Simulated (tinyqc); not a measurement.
From rigid to soft shells: rigid-ion and shell models of the dielectric response of an ionic crystal. Computed by tinyqc, a small Python program. Command: `OMP_NUM_THREADS=1 python tinyqc.py 3018625 3018626 out.jsonl shell walk`. One thread of a shared host (Intel(R) Xeon(R) Processor @ 2.30GHz), about 0.01 s of CPU time with the checks.

Charges +Z and -Z; 6 nearest neighbours, Madelung constant M = 1.747565, volume per ion pair Omega = 2.000000 d^3. Energy per pair U = -M Z^2 e2/d + 6 A exp(-d/rho), e2 = e^2/(4 pi eps_0). In the shell model the anion is a core of charge Y - Z and a massless shell of charge -Y, joined by the spring k; the repulsion acts on the shell. Each ion feels the Lorentz field E + (4 pi/3) P (Gaussian units).

Inputs (values chosen for the exercise, for a model crystal):
```
quantity                        value           unit
nearest-neighbour distance d     2.46       angstrom
ionic charge Z                      1              e
hardness d/rho                   10.2              -
cation mass                      50.6              u
anion mass                     14.007              u
shell charge size Y              2.68              e
core-shell spring k              43.5  eV/angstrom^2
cation polarisability alpha_+    0.28     angstrom^3
```

Structure: rock salt.

Constants: e^2/(4 pi eps_0) = 14.39964548 eV angstrom; 1 eV/angstrom^3 = 160.2176634 GPa; nu for 1 eV/(angstrom^2 u) = 15.6333042 THz; 1 THz = 33.35640952 1/cm.

Method:
- Zero pressure fixes 6 A exp(-d/rho) = M Z^2 e2 rho/d^2. Then U = -(M Z^2 e2/d)(1 - rho/d), B = M Z^2 e2 (d/rho - 2)/(9 Omega d), and the spring of one sublattice against the other is R = (1/3) x (Laplacian of the repulsion summed over neighbours) = M Z^2 e2 (d/rho - 2)/(3 d^3), so R = 3 B Omega/d^2.
- With C = 4 pi Z^2 e2/(3 Omega): mu lambda_TO = R - C, mu lambda_LO = R + 2 C; eps_inf = 1 and eps_s = lambda_LO/lambda_TO.
- lambda in eV/(angstrom^2 u) gives the wavenumber 15.6333042 x 33.35640952 x sqrt(lambda); mu is the reduced mass.
- Eliminating the shell gives the anion polarisability alpha_- = Y^2 e2/(k + R), the Szigeti charge Z_S = Z - Y R/(k + R) and the softened spring R' = k R/(k + R). With b = 4 pi (alpha_+ + alpha_-)/(3 Omega): eps_inf = (1 + 2b)/(1 - b) (Clausius-Mossotti); Born charge Z* = Z_S (eps_inf + 2)/3.
- mu lambda_TO = R' - (4 pi e2/(3 Omega)) Z_S^2/(1 - b); mu lambda_LO = mu lambda_TO + 4 pi e2 Z*^2/(eps_inf Omega); eps_s = eps_inf lambda_LO/lambda_TO.

repulsive spring R = 4.62032 eV/angstrom^2

volume Omega = 29.7739 angstrom^3

omega_LO, rigid ions = 463.641 1/cm

Response against the core-shell spring:
```
k (eV/angstrom^2)  eps_inf      Z_S      Z*  omega_TO (1/cm)  omega_LO (1/cm)   eps_s
35                  3.0559  0.68747  1.1586           247.34           356.86  6.3616
44                  2.5362  0.74532  1.1270           247.92           370.01  5.6492
57                  2.1409  0.79905  1.1029           248.37           383.78  5.1118
78                  1.8241  0.85013  1.0837           248.72           398.56  4.6839
110                 1.5986  0.89197  1.0699           248.97           412.16  4.3807
170                 1.4197  0.92909  1.0591           249.17           425.57  4.1411
350                 1.2624  0.96508  1.0495           249.35           440.02  3.9311
1300                1.1597  0.99051  1.0432           249.46           451.24  3.7943
```

From the stiffest to the softest shell eps_inf rises from 1.16 to 3.06 and Z_S falls from 0.99 to 0.69; omega_LO moves by -21 % and omega_TO by -0.9 %. Screening by eps_inf cuts the LO frequency, which rigid ions overstate (rigid ions: 464 per cm); eps_s goes from 3.79 to 6.36.
